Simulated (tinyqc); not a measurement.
# Polarisation charge from two barrier thicknesses

Inverse problem. VT = phiB - dEc - q sigma d/(eps0 eps_r). Find sigma, phiB - dEc and the thickness at which VT = 0.

Parameters, values chosen for the exercise:
```
symbol,value,unit,meaning
eps_r,9.3,,relative permittivity of barrier and channel
```

Constants: q = 1.602176634e-19 C, eps0 = 8.8541878128e-14 F/cm where lengths are in cm. Results are converted to the units shown.

VT for d = 18 and 24 nm (V): -2.6951606  -3.8716475

Solution. VT is linear in d.

sigma = 1.008e13 cm^-2
phiB - dEc = 0.8343 V
thickness for VT = 0 = 4.255 nm

tinyqc, about 0.04 s, one thread, Intel Xeon 2.30GHz (shared host): `OMP_NUM_THREADS=1 python tinyqc.py 2570174 2570175 out.jsonl`
